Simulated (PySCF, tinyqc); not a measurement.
A ladder of methods, and size consistency: correlation methods against full CI in the sto-3g basis, for H4, spin multiplicity 1. Computed by the program tinyqc with PySCF. All electrons correlated; +Q is the Davidson correction (1 - c0^2) E_corr. The last columns treat two copies 100 angstrom apart as one system. FCI is the lowest singlet.

Geometry (angstrom):
```
atom,x,y,z
H,0.0000,0.0000,0.0000
H,0.0000,0.0000,1.1600
H,0.0000,0.0000,2.2960
H,0.0000,0.0000,3.4570
```

RHF energy of one = -2.024389 hartree

Correlation energies (hartree):
```
method,E_corr of one,share of FCI (%),E_corr of two at 100 angstrom,two minus twice one (mhartree)
MP2,-0.052494,57.1091,-0.104988,0.0000
CISD,-0.088825,96.6344,-0.162933,14.7171
CISD+Q,-0.097630,106.2135,-0.187732,7.5279
CCSD,-0.091994,100.0822,-0.183988,0.0000
CCSD(T),-0.092116,100.2151,-0.184233,0.0000
FCI,-0.091919,100.0000,-,-
```

What does the comparison show, and why?

MP2 recovers 57 %, CISD 96.6 % and CCSD 100.1 % of the FCI value (c0^2 = 0.901 in CISD). MP2 and coupled cluster are size consistent, so their last column vanishes; CISD loses 14.72 mhartree, since a double excitation on each copy is a quadruple of the pair, and the Davidson correction leaves +7.53. The restricted reference is unstable here: a spin-polarised solution lies 0.0114 hartree lower (PySCF), so results built on it describe a poor reference.
